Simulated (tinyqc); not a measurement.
Temperature and isotope dependence of a band gap in oscillator models, step by step. Values are carried at full precision from step to step, so a last printed digit may differ when a step is redone from the rounded ones.

E(T) = E0 - sum_i sl_i th_i n_i(T), n = 1/(exp(th/T) - 1). The same coupling lowers the gap at 0 K by the zero-point term ZP = sum_i sl_i th_i/2, so the gap of the static lattice is E0 + ZP. Thermal expansion is taken as part of the slopes.

Values chosen for the exercise (near those of GaP; not measured data): E0 = 2.351 eV (gap at 0 K); th = (126, 454) K (temperatures of two oscillators); sl = (0.1964, 0.2826) meV/K (their high-temperature slopes); T = 50 K (temperature); M = 50.33 u (mean atomic mass); dM = -1.36 u (change of the mean mass (not bounded by the natural isotopes)); T12 = (210, 520) K (temperatures of the fits).

## The gap at T

Give the occupations, the two terms, the gap, ZP and the static gap.

n_i: 0.08750  0.00011

terms (meV): 2.165  0.015

E(T) = 2.3488 eV
ZP = 76.52 meV
static gap = 2.4275 eV

The thermal fall, 2.2 meV, is smaller than the zero-point term, 76.5 meV; the soft oscillator supplies 99 % of the fall but 16 % of ZP. A calculation with clamped ions should be compared with the static gap.

## Slope and asymptote

dE/dT = -sum sl_i (th_i/T)^2 n_i (1 + n_i). At high T, n -> T/th - 1/2, so E -> E0 + ZP - (sum sl_i) T. Give the slope, its ratio to the limit, and the value at 0 K of the tangent drawn at T.

dE/dT = -0.1213 meV/K
ratio to the limiting slope = 0.2533
intercept of the tangent = 2.3549 eV
intercept - E0 = 3.89 meV

The tangent recovers 5 % of ZP: the extrapolation works only from T well above the higher oscillator (454 K).

## Isotope effect

With M -> M + dM the oscillator temperatures scale as M^(-1/2) and the slopes stay. Give th, ZP, E0 (static gap fixed) and E(T) for the new mass, and the linear rule dE0 = ZP dM/(2 M).

th (K): 127.74  460.26

ZP = 77.579 meV
shift of E0 = -1.055 meV
linear rule = -1.034 meV
shift of E(T) = -1.002 meV

The lighter crystal has the narrower gap. At 50 K 95 % of the shift at 0 K is left; it fades at high T, where the motion is classical and the mean-square amplitude no longer depends on mass.

## Two common fits

Two-parameter forms are made to pass through the falls at the two temperatures T12: Varshni aV T^2/(T + bV), from the line T^2/fall = (T + bV)/aV; one oscillator s1 t1/(exp(t1/T) - 1), with t1 from the ratio of the falls.

Give the falls and the parameters.

falls (meV): 46.7899  182.2740

aV = 0.5730 meV/K
bV = 330 K
t1 = 277.1 K
s1 = 0.4630 meV/K
ZP of the one-oscillator fit = 64.2 meV

The limiting slope of the model is 0.4790 meV/K; Varshni puts it +20 % off and one oscillator -3 %. The ZP of the fit differs from the true one by -12.4 meV.

## Checks

- Slope by finite differences against the formula (meV/K): both 0.12134.
- Fall at 20 times the higher oscillator temperature against the asymptote (meV): 4273.4 against 4272.8.

Program tinyqc; command `OMP_NUM_THREADS=1 python tinyqc.py 1850526 1850527 out.jsonl`; about 0.01 s on one thread of a shared Intel(R) Xeon(R) Processor @ 2.30GHz.
